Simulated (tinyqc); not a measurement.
Inside a calculation. Method: G0W0 on RHF in the 3-21g basis, for H3+, spin multiplicity 1. One step of it, computed by the program tinyqc.

Problem. Screening: direct RPA. With D = e_a - e_i and K = (ia|jb): diagonalise D^(1/2) (D + 4K) D^(1/2) = Z w^2 Z^T; X + Y = D^(1/2) Z w^(-1/2), each column of Z with its largest component positive (the first on a tie); E_c = (sum w - tr (D + 2K)) / 2.

orbital energies (hartree): MO1 -1.305140, MO2 -0.149286, MO3 -0.148950, MO4 0.340164, MO5 0.967117, MO6 0.968205

Two-electron integrals over orbitals (pq|rs), unique and non-zero (hartree):
```
p,q,r,s,(pq|rs)
1,1,1,1,0.738365
2,1,1,1,-0.000107
2,1,2,1,0.081859
2,2,1,1,0.485972
2,2,2,1,0.030688
2,2,2,2,0.435305
3,1,3,1,0.081763
3,2,3,1,-0.030630
3,2,3,2,0.031256
3,3,1,1,0.485853
3,3,2,1,-0.030682
3,3,2,2,0.372622
3,3,3,3,0.435148
4,1,1,1,0.156553
4,1,2,1,-0.000039
4,1,2,2,0.048904
4,1,3,3,0.048842
4,1,4,1,0.077598
4,2,1,1,-0.000044
4,2,2,1,-0.022621
4,2,2,2,-0.012871
4,2,3,3,0.012833
4,2,4,1,-0.000038
4,2,4,2,0.041083
4,3,3,1,-0.022683
4,3,3,2,0.012852
4,3,4,3,0.041137
4,4,1,1,0.505978
4,4,2,1,-0.000092
4,4,2,2,0.392045
4,4,3,3,0.392038
4,4,4,1,0.067287
4,4,4,2,0.000016
4,4,4,4,0.406804
5,1,1,1,0.000068
5,1,2,1,-0.080644
5,1,2,2,-0.030398
5,1,3,3,0.030347
5,1,4,1,0.000039
5,1,4,2,-0.010786
5,1,4,4,0.000056
5,1,5,1,0.115800
5,2,1,1,-0.168425
5,2,2,1,-0.026904
5,2,2,2,-0.079224
5,2,3,3,-0.063995
5,2,4,1,-0.063821
5,2,4,2,-0.004107
5,2,4,4,-0.076897
5,2,5,1,0.039299
5,2,5,2,0.091184
5,3,3,1,0.026860
5,3,3,2,-0.007552
5,3,4,3,0.004096
5,3,5,3,0.019901
5,4,1,1,0.000070
5,4,2,1,-0.066775
5,4,2,2,-0.024991
5,4,3,3,0.024965
5,4,4,1,0.000031
5,4,4,2,0.016127
5,4,4,4,0.000073
5,4,5,1,0.074777
5,4,5,2,0.024342
5,4,5,4,0.068705
5,5,1,1,0.650769
5,5,2,1,0.061776
5,5,2,2,0.486528
5,5,3,3,0.419640
5,5,4,1,0.132560
5,5,4,2,0.000158
5,5,4,4,0.463729
5,5,5,1,-0.084852
5,5,5,2,-0.176400
5,5,5,4,-0.060917
5,5,5,5,0.679338
6,1,3,1,-0.080611
6,1,3,2,0.030375
6,1,4,3,-0.010727
6,1,5,3,-0.039238
6,1,6,1,0.115872
6,2,3,1,0.026939
6,2,3,2,-0.007595
6,2,4,3,0.004086
6,2,5,3,0.018598
6,2,6,1,-0.039333
6,2,6,2,0.019965
6,3,1,1,-0.168384
6,3,2,1,0.026951
6,3,2,2,-0.064016
6,3,3,3,-0.079117
6,3,4,1,-0.063798
6,3,4,2,0.004123
6,3,4,4,-0.076888
6,3,5,1,-0.039279
6,3,5,2,0.052570
6,3,5,4,-0.024354
6,3,5,5,-0.117273
6,3,6,3,0.091096
6,4,3,1,-0.066711
6,4,3,2,0.024945
6,4,4,3,0.016159
6,4,5,3,-0.024310
6,4,6,1,0.074803
6,4,6,2,-0.024381
6,4,6,4,0.068684
6,5,3,1,-0.061681
6,5,3,2,0.033303
6,5,4,3,-0.000174
6,5,5,3,-0.029436
6,5,6,1,0.084782
6,5,6,2,-0.029517
6,5,6,4,0.060847
6,5,6,5,0.073040
6,6,1,1,0.651042
6,6,2,1,-0.061859
6,6,2,2,0.419838
6,6,3,3,0.486428
6,6,4,1,0.132665
6,6,4,2,-0.000245
6,6,4,4,0.463906
6,6,5,1,0.084846
6,6,5,2,-0.117413
6,6,5,4,0.060936
6,6,5,5,0.533058
6,6,6,3,-0.176395
6,6,6,6,0.679643
```

Give: D^(1/2) (D + 4K) D^(1/2); excitation energies w; X + Y; RPA correlation energy.

Solution.

D^(1/2) (D + 4K) D^(1/2) (hartree^2), lower triangle:
```
,1>2,1>3,1>4,1>5,1>6
1>2,1.714
1>3,0.000,1.715
1>4,0.000,0.000,3.218
1>5,-0.523,0.000,0.000,6.216
1>6,0.000,-0.523,0.000,0.000,6.222
```

excitation energies w (hartree): 1.286  1.286  1.794  2.505  2.506

X + Y:
```
,1,2,3,4,5
1>2,0.942,0.000,0.000,-0.077,0.000
1>3,0.000,0.942,0.000,0.000,-0.077
1>4,0.000,0.000,0.958,0.000,0.000
1>5,0.151,0.000,0.000,0.946,0.000
1>6,0.000,0.151,0.000,0.000,0.946
```

RPA correlation energy = -0.03536 hartree
